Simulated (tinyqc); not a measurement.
# Self-consistent Fermi level with native defects, at growth and after a quench, step by step

A worked calculation. Computed by tinyqc, a small Python program that keeps every step. Command: `OMP_NUM_THREADS=1 python tinyqc.py 3015301 3015302 out.jsonl scfermi walk`. One thread of a shared host (Intel(R) Xeon(R) Processor @ 2.30GHz), about 0.05 s of CPU time with the checks. Intermediate numbers are printed to about 7 digits and carried at full precision; extremes and crossings named in words are read from the listed rows.

Energies are counted from the top of the valence band (VBM); when the gap shrinks with temperature the conduction band moves and the levels stay. The added dopant is taken as fully ionised. D and A draw on one reservoir with opposite signs, as the two vacancies of a compound do.

Inputs (values chosen for the exercise, with bands modelled on InP):
```
quantity                                value   unit
gap E_g at 300 K                         1.37     eV
slope -dE_g/dT above 300 K            0.00029   eV/K
electron mass m_e                      0.0796    m_0
valleys M_c                                 1      -
hole mass m_h                           0.591    m_0
E_f of the neutral native donor D       2.122     eV
E_f of the neutral native acceptor A    1.814     eV
shift s of the chemical potential       -0.23     eV
site density N_s                      4.7e+22  cm^-3
dopant density N_X                    2.7e+18  cm^-3
growth temperature T_g                   1160      K
temperature of use T                      200      K
```

Added shallow dopant: donor.

levels of D above the VBM, most positive state first (eV): 0.876  1.12

levels of A above the VBM, (0/-1) first (eV): 0.111  0.812

Constants: m_0 = 9.1093837015e-31 kg; k_B = 1.380649e-23 J/K; h = 6.62607015e-34 J s; k_B = 8.617333262e-05 eV/K.

## Formation energies at E_F = 0

E_f(D, 0) = input + s and E_f(A, 0) = input - s; E_f(q, E_F = 0) follows from the levels, eps(q/q-1) = E_f(q - 1) - E_f(q) at E_F = 0.

E_f(q, E_F = 0) (eV): D(+2) -0.104, D(+1) 0.772, D(0) 1.892, A(0) 2.044, A(-1) 2.155, A(-2) 2.967

## Bands at growth

E_g(T) = E_g - slope x max(0, T - 300 K). N_c = 2 M_c (2 pi m_e k_B T/h^2)^(3/2) and N_v = 2 (2 pi m_h k_B T/h^2)^(3/2), masses in units of m_0. At growth T = T_g.

E_g(T_g) = 1.1206 eV

N_c(T_g) = 4.284959e+18 cm^-3

N_v(T_g) = 8.668787e+19 cm^-3

k_B T_g = 0.09996107 eV

## Charges across the gap at T_g

n = N_c F_1/2((E_F - E_g)/k_B T), p = N_v F_1/2(-E_F/k_B T). F_1/2(eta) = (2/sqrt(pi)) int_0^infinity sqrt(x)/(1 + exp(x - eta)) dx, by the trapezoid rule in t = sqrt(x) with step 0.02 up to t = 12 (for eta < -12 by exp(eta) - exp(2 eta)/2^(3/2)). In equilibrium c_q = N_s exp(-(E_f(q, 0) + q E_F)/k_B T). Net charge = p - n + sum q c_q + N_X; the log ratio is ln(positive charge/negative charge). Entries near or above N_s lie outside the dilute limit and only show that E_F cannot go there.

Densities (cm^-3):
```
E_F (eV)             n             p   charge on D   charge on A  log ratio
0.056     1.015414e+14  4.179478e+19  8.678211e+22  3.574020e+13   20.26514
0.224     5.451628e+14  8.892650e+18  3.012257e+21  1.927615e+14   15.22596
0.392     2.926441e+15  1.705458e+18  1.048300e+20  1.060027e+15   10.21836
0.560     1.569572e+16  3.194451e+17  3.698984e+18  6.414249e+15    5.71658
0.728     8.379931e+16  5.956039e+16  1.399486e+17  5.527731e+16    3.03727
0.896     4.370222e+17  1.109544e+16  7.021171e+15  8.975048e+17    0.71136
1.065     2.072993e+18  2.046053e+15  6.391247e+14  2.257423e+19   -2.21042
```

## Equilibrium at growth

E_F is the root of the log ratio, by 50 bisections between -0.5 eV and E_g + 0.5 eV.

E_F at growth = 0.9403782 eV

n at growth = 6.684186e+17 cm^-3

p at growth = 7.117780e+15 cm^-3

Defects at growth:
```
state  E_f (eV)     c (cm^-3)
D(+2)  1.776756  8.968868e+14
D(+1)  1.712378  1.707802e+15
D(0)   1.892000  2.831691e+14
A(0)   2.044000  6.189579e+13
A(-1)  1.214622  2.483177e+17
A(-2)  1.086244  8.969415e+17
```

total D = 2.887857e+15 cm^-3

total A = 1.145321e+18 cm^-3

The largest part of the positive charge comes from the dopant (100 %) and that of the negative charge from charged A (75 %).

## After the quench to T

After a quench the totals of D and A stay as grown, and each is shared among its charge states with weights exp(-(E_f(q, 0) + q E_F)/k_B T).

E_F after the quench = 1.382958 eV

n after the quench = 4.093577e+17 cm^-3

p after the quench = 8.786594e-17 cm^-3

Frozen defects:
```
state     c (cm^-3)  share of its total
D(+2)  1.147018e-04        3.971866e-20
D(+1)  6.828695e+08        2.364623e-07
D(0)   2.887857e+15        9.999998e-01
A(0)   4.164013e-29        3.635673e-47
A(-1)  4.692788e+03        4.097356e-15
A(-2)  1.145321e+18        1.000000e+00
```

The material is n-type with 4.09e17 carriers per cm^3. Carriers of the sign that the dopant should give amount to 15 % of its density.

## Slow cooling against a quench

Each E_F by bisection; full equilibrium lets the defects form and vanish at every T.

Two histories (densities in cm^-3):
```
T (K)  E_F, equilibrium (eV)             n             p   all defects  E_F, frozen (eV)     n, frozen     p, frozen
970                 1.035045  5.726071e+17  2.777779e+14  1.099538e+18          1.022635  4.975968e+17  3.222374e+14
780                 1.125588  4.610224e+17  2.550947e+12  1.124736e+18          1.119351  4.225797e+17  2.798983e+12
580                 1.218745  3.442620e+17  7.877881e+08  1.178041e+18          1.228231  4.099321e+17  6.515933e+08
390                 1.306170  2.451385e+17  2.232944e+02  1.227431e+18          1.325714  4.093643e+17  1.248296e+02
200                 1.391367  5.628304e+17  5.393940e-17  1.068585e+18          1.382958  4.093577e+17  8.786594e-17
```

At 200 K equilibrium would leave 1.07e18 defects per cm^3 against 1.15e18 frozen in, and E_F differs by -0.008 eV. The majority density of the quenched sample is 0.73 times the equilibrium one. Real samples lie between, set by the temperature at which diffusion stops.

Checks made by the program: neutrality at growth (relative difference below 1e-10).
